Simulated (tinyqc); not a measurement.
Worked calculation: deformation-potential model of the X valleys of a conduction band. Values are carried at full precision from step to step, so a last printed digit may differ when a step is redone from the rounded ones.

s11 = (C11 + C12)/((C11 - C12)(C11 + 2 C12)), s12 = -C12/((C11 - C12)(C11 + 2 C12)), s44 = 1/C44; exx = s11 sxx + s12 (syy + szz) and cyclic, exy = s44 sxy/2; tension is positive. A uniaxial stress X along the unit vector n is s_ij = X n_i n_j.

Constants: kB = 8.617333262e-05 eV/K; hbar^2/2m0 = 3.80998211 eV angstrom^2.

Parameters, chosen for this exercise (near those of AlAs; not measured data):
```
symbol  value           unit  meaning
C11     124.1           GPa
C12     52.9            GPa
C44     53.9            GPa
load    uniaxial [100]        kind of stress
X       1.49            GPa   stress
Xd      1               eV    dilation potential
Xu      5.53            eV    uniaxial potential
T       200             K     temperature
ml      1.135           m0    longitudinal mass
mt      0.199           m0    transverse mass
```

## Strain from a uniaxial [100] stress

Form the compliances and the strain.

s11, s12, s44 (1/TPa): 10.8132  -3.2317  18.5529

strain tensor:
```
          x          y          z
x  0.016112   0.000000   0.000000
y  0.000000  -0.004815   0.000000
z  0.000000   0.000000  -0.004815
```

## Valley shifts

Valleys with axes along x, y and z, one whole valley each. Herring-Vogt shift of a valley with unit axis a: dE = Xd tr(e) + Xu a.e.a. Non-degenerate shares n_i = exp(-dE_i/kT)/sum_j exp(-dE_j/kT). Inverse mass tensor of a valley: (1 - a a)/mt + a a/ml; the masses are taken as independent of strain.

Apply the Herring-Vogt formula to each valley.

Xd tr(e) = 6.48 meV

a.e.a: x 0.016112, y -0.004815, z -0.004815

shifts dE (meV): x 95.58, y -20.15, z -20.15

The lowest valleys are y and z, 115.7 meV below the highest; the mean shift over all valleys is (Xd + Xu/3) tr(e) = 18.43 meV.

## Shares of the electrons

Boltzmann factors of the shifts.

kT = 17.235 meV

shares: x 0.0006, y 0.4997, z 0.4997

effective number of valley axes, 1/(largest share) = 2.001

## Conductivity mass tensor

With one scattering time for all valleys the conductivity goes as M = sum_i n_i (inverse mass tensor of valley i); along the unit vector u, 1/m_c = u.M.u. Without stress 1/m_c = (1/ml + 2/mt)/3. Take u along [1-10].

M (1/m0):
```
       x      y      z
x  5.023  0.000  0.000
y  0.000  2.954  0.000
z  0.000  0.000  2.954
```

m_c along [1-10] = 0.2507 m0
m_c without stress = 0.2744 m0

The repopulation alone changes the mobility along [1-10] by +9.5 %; with all electrons in the valleys lightest or heaviest along this direction it would change by +38 or -19 %.

## Effective density of states

Each of the 3 whole valleys has m_d = (ml mt^2)^(1/3) and N = 2 (m_d kT/(4 pi c))^(3/2), c = hbar^2/2m0. Counted from the lowest edge, Nc = N x sum_i exp(-(dE_i - dE_min)/kT). 1 angstrom^-3 = 1e24 cm^-3.

m_d = 0.3555 m0
N of one valley = 2.896e+18 cm^-3
Nc under stress = 5.795e+18 cm^-3
Nc without stress = 8.688e+18 cm^-3

## Piezoresistance from repopulation

For small stress d(rho)/rho = pi X. For valleys on the cube axes pi11 = -(2/3) Xu (s11 - s12)/kT x (K - 1)/(2K + 1), pi12 = -pi11/2, pi44 = 0, K = ml/mt. For stress along [110]: pi_l = (pi11 + pi12 + pi44)/2 with the current along it and pi_t = (pi11 + pi12 - pi44)/2 with the current along [1-10]. 1/GPa = 100 x 1e-11/Pa.

K = 5.704

pi11, pi12, pi44 (1e-11/Pa): -113.9  56.9  0.0

pi_l, pi_t for [110] (1e-11/Pa): -28.5  -28.5

Only the transfer between valleys is counted; changes of mass and of intervalley scattering add to it in a real crystal.

## Checks

- Conductivity mass at zero stress against 3/(1/ml + 2/mt): both 0.2744411.
- Piezoresistance coefficients by finite differences against the closed form: largest difference 3.3e-08.

Program tinyqc; command `OMP_NUM_THREADS=1 python tinyqc.py 1051157 1051158 out.jsonl`; about 0.03 s on one thread of a shared Intel(R) Xeon(R) Processor @ 2.30GHz.
